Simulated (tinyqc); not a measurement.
Inside a calculation. Model: interface traps from C-V curves, high-low and Terman methods.

tinyqc, about 0.01 s, one thread, Intel Xeon 2.30GHz (shared host): `OMP_NUM_THREADS=1 python tinyqc.py 2030077 2030078 out.jsonl` Printed values are rounded.

MOS capacitor on an n-type substrate; psi is the band bending, negative in depletion; only majority carriers are counted. At the bending psi the Fermi level lies y = xi - psi below the conduction edge at the surface, xi = Vt ln(Nc/Nd). Dit(y) = D0 + D1 exp(-y/E1); traps fill up to the Fermi level, follow the bias and a slow signal, and do not follow a fast one. V is the gate voltage from flat band.

Inputs (values chosen for the exercise); band and dielectric values close to those of 4H silicon carbide: temperature T = 250 K; relative permittivity eps_r = 9.79; conduction-band density of states at T Nc = 1.3e19 cm^-3; donor density Nd = 2.4e17 cm^-3; equivalent oxide thickness EOT = 4.8 nm; trap density far from the band edge D0 = 5.8e11 cm^-2 eV^-1; band-tail density at the conduction edge D1 = 1.3e13 cm^-2 eV^-1; decay energy of the tail E1 = 0.19 eV; points n = 7; deepest band bending pa = -0.9 V; shallowest band bending pb = -0.032 V.

Constants: q = 1.602176634e-19 C, kB = 1.380649e-23 J/K, Vt = kB T/q, eps0 = 8.8541878128e-14 F/cm where lengths are in cm. Results are converted to the units shown.

Range of the model: Traps more than about 25 kB T below the conduction edge emit electrons too slowly to follow an ordinary sweep, so the deepest points are idealised.

## The curves

Cox = 3.9 eps0/EOT, LD = sqrt(eps0 eps_r Vt/(q Nd)), u = psi/Vt, Cd = (eps0 eps_r/(sqrt(2) LD)) |exp(u) - 1|/sqrt(exp(u) - u - 1). Ideal V0 = psi - sqrt(2) (eps0 eps_r Vt/LD) sqrt(exp(u) - u - 1)/Cox for psi < 0; the traps add dV = (q/Cox) times the integral of Dit from 0 to psi = (q/Cox) [D0 psi + D1 E1 exp(-xi/E1) (exp(psi/E1) - 1)]. 1/C_HF = 1/Cox + 1/Cd, 1/C_LF = 1/Cox + 1/(Cd + q Dit). Take n equally spaced psi from pa to pb.

| point | psi (V) | y (eV) | Dit (cm^-2 eV^-1) | V0 (V) | V (V) | C_HF (nF/cm^2) | C_LF (nF/cm^2) |
|---|---|---|---|---|---|---|---|
| 0 | -0.900000 | 0.986002 | 6.52473e11 | -1.23638 | -1.69939 | 115.604 | 181.239 |
| 1 | -0.755333 | 0.841336 | 7.35186e11 | -1.06277 | -1.50360 | 124.602 | 195.522 |
| 2 | -0.610667 | 0.696669 | 9.12296e11 | -0.88614 | -1.30078 | 136.322 | 218.765 |
| 3 | -0.466000 | 0.552002 | 1.29154e12 | -0.70527 | -1.08518 | 152.573 | 257.301 |
| 4 | -0.321333 | 0.407336 | 2.10360e12 | -0.51784 | -0.84470 | 177.578 | 318.896 |
| 5 | -0.176667 | 0.262669 | 3.84246e12 | -0.31802 | -0.55262 | 225.132 | 408.139 |
| 6 | -0.032000 | 0.118002 | 7.56583e12 | -0.07644 | -0.13480 | 380.225 | 530.385 |

Cox = 719.403 nF/cm^2

At the deepest bending the traps stretch the gate voltage from -1.24 to -1.70 V.

## High-low extraction

q Dit = (1/C_LF - 1/Cox)^(-1) - (1/C_HF - 1/Cox)^(-1) at each point.

| point | Dit by high-low (cm^-2 eV^-1) |
|---|---|
| 0 | 6.52473e11 |
| 1 | 7.35186e11 |
| 2 | 9.12296e11 |
| 3 | 1.29154e12 |
| 4 | 2.10360e12 |
| 5 | 3.84246e12 |
| 6 | 7.56583e12 |

With a true high-frequency curve this returns Dit exactly.

## Terman extraction

psi at each point follows from C_HF and the ideal curve. Dit = (Cox/q) d(V - V0)/dpsi by central differences over the two neighbours.

Dit by Terman, point 1 to 5 (cm^-2 eV^-1): [7.50621e11, 9.45347e11, 1.36231e12, 2.25514e12, 4.16695e12]

The differences overstate the curved tail; the largest error is 8.4 %, at point 5.
